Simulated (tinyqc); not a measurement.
Worked calculation: Tamm state at the end of a one-band chain. Values are carried at full precision from step to step, so a last printed digit may differ when a step is redone from the rounded ones.

A half-infinite chain with site energy 0 and hopping -t, band E = -2t cos(ka); the end site has energy D. The surface Green function of the unperturbed half chain is g = (E -/+ sqrt(E^2 - 4t^2))/(2t^2), the root with |t g| <= 1 and Im g <= 0, and with the shift G = g/(1 - D g).

Values chosen for the exercise: t = 0.77 eV (hopping); D = 1.75 eV (shift of the end site); a = 3.6 angstrom (spacing); N = 9 (sites); E = 0.05 eV (energy in the band).

## The bound state

Amplitudes z^n solve the chain for E = -t (z + 1/z); the end site demands z = -t/D, bound if |z| < 1. Then E = D + t^2/D, weight on the end site 1 - z^2, decay length -a/ln|z|.

z = -0.4400
E = 2.0888 eV
weight on the end site = 0.8064
decay length of the amplitude = 4.385 angstrom

The state lies 0.5488 eV above the band, and its amplitude alternates in sign from site to site.

## A finite chain

Write H for N sites.

H (eV):
```
        1       2       3       4       5       6       7       8       9
1   1.750  -0.770       0       0       0       0       0       0       0
2  -0.770       0  -0.770       0       0       0       0       0       0
3       0  -0.770       0  -0.770       0       0       0       0       0
4       0       0  -0.770       0  -0.770       0       0       0       0
5       0       0       0  -0.770       0  -0.770       0       0       0
6       0       0       0       0  -0.770       0  -0.770       0       0
7       0       0       0       0       0  -0.770       0  -0.770       0
8       0       0       0       0       0       0  -0.770       0  -0.770
9       0       0       0       0       0       0       0  -0.770       0
```

## Levels of the finite chain

Diagonalise; give the weight of each level on site 1.

levels (eV): -1.4530  -1.2016  -0.8132  -0.3302  0.1942  0.7015  1.1328  1.4308  2.0888

weights on site 1: 0.0023  0.0087  0.0182  0.0290  0.0386  0.0431  0.0371  0.0167  0.8064

The split-off level differs from the half-infinite value by 0.000 meV, the pull of the far end.

## Local density of states in the band

Form g and G at E; the surface density is -Im G/pi, the bulk density 1/(pi sqrt(4t^2 - E^2)).

g = 0.0422-1.2980i 1/eV
G = -0.4835-0.2157i 1/eV

densities (1/eV): clean end 0.4132, shifted end 0.0687, bulk 0.2068

## Checks

- Pole of G, 1 - D g(E) = 0, at the bound level: both 1.00000.

Program tinyqc; command `OMP_NUM_THREADS=1 python tinyqc.py 1480463 1480464 out.jsonl`; about 0.01 s on one thread of a shared Intel(R) Xeon(R) Processor @ 2.30GHz.
